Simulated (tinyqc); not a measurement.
# Band bending at a free surface with one surface level, surface photovoltage and Kelvin probe: two studies

n-type bulk, xi = Ec - EF = Vt ln(Nc/Nd), p0 = ni^2/Nd, ni = sqrt(Nc Nv) exp(-Eg/(2 Vt)), Eg in volts. b is the upward band bending, u = b/Vt. Space charge per area, in units of q: Qc = sign(b) sqrt((2 eps0 eps_r Vt/q) [(Nd + dn)(exp(-u) - 1) + Nd u + (p0 + dn)(exp(u) - 1)]), with dn the excess density under light (flat quasi-Fermi levels; 0 in the dark). The level holds -Ns f, f = 1/(1 + exp((xi + b - Es)/Vt)). Neutrality: Qc + Qf + (charge of the states) = 0.

Values chosen for this exercise; band and dielectric values close to those of germanium:
```
symbol,value,unit,meaning
T,300,K,temperature
Eg,0.66,eV,band gap
eps_r,15.7,,relative permittivity
Nc,1.06e19,cm^-3,conduction-band density of states at T
Nv,6.01e18,cm^-3,valence-band density of states at T
chi,3.97,eV,electron affinity
Nd,6.7e17,cm^-3,donor density
Qf,2.7e10,cm^-2,fixed positive charge at the surface
pt,4.91,eV,work function of the probe tip
Ns,4.9e12,cm^-2,density of an acceptor-like surface level
Es,0.29,eV,its depth below the conduction edge
```

Constants: q = 1.602176634e-19 C, kB = 1.380649e-23 J/K, Vt = kB T/q, eps0 = 8.8541878128e-14 F/cm where lengths are in cm. Results are converted to the units shown.

Each table varies one quantity; the others keep the values above.

## Kelvin-probe contrast of the doping

Work function chi + xi + b; contact potential difference CPD = (work function of the sample) - pt. b solves the neutrality condition in the dark.

Kelvin-probe contrast of the doping:
```
Nd (cm^-3)  xi (eV)   b (V)  CPD (mV)
1.1e16       0.1776  0.1932    -569.2
2e16         0.1622  0.2009    -576.9
3.4e16       0.1484  0.2075    -584.0
5.9e16       0.1342  0.2140    -591.8
1e17         0.1206  0.2200    -599.4
1.8e17       0.1054  0.2262    -608.4
3e17        0.09216  0.2311    -616.7
5.3e17      0.07745  0.2358    -626.7
9.1e17      0.06347  0.2392    -637.4
```

xi falls by 114 mV over the table and the CPD by 68.2 mV; b rises from 0.193 to 0.239 V. Between the first two rows the CPD follows 50.0 % of the change of xi, and between the last two 75.9 %. It is below 100 % where b rises with the doping (pinning hides it).

## Pinning by the surface states

Same model as above.

Results:
```
Ns (cm^-2)     b (V)  xi + b (eV)  Qc (cm^-2)
6.7e10      0.002713      0.07410    3.998e10
1.8e11       0.01092      0.08230    1.529e11
1.4e12        0.1592       0.2306    1.245e12
3.9e12        0.2290       0.3004    1.537e12
1.1e13        0.2628       0.3342    1.660e12
2.9e13        0.2892       0.3606    1.750e12
8.1e13        0.3155       0.3869    1.835e12
```

Estimate the missing row, Ns = 5.1e11 cm^-2.

Computed row:
```
Ns (cm^-2)    b (V)  xi + b (eV)  Qc (cm^-2)
5.1e11      0.04047       0.1119    4.825e11
```

With this row back in the table: b rises from 0.00271 to 0.316 V. The level is over 95 % full (Qc near Ns - Qf) in the 3 rows with xi + b more than 3 Vt short of Es = 0.29 eV. Beyond that it empties, and between the last two rows b gains only 59.1 mV a decade.

Program tinyqc, `OMP_NUM_THREADS=1 python tinyqc.py 2430084 2430085 out.jsonl`; Intel Xeon 2.30GHz, shared host, one thread, about 0.01 s.
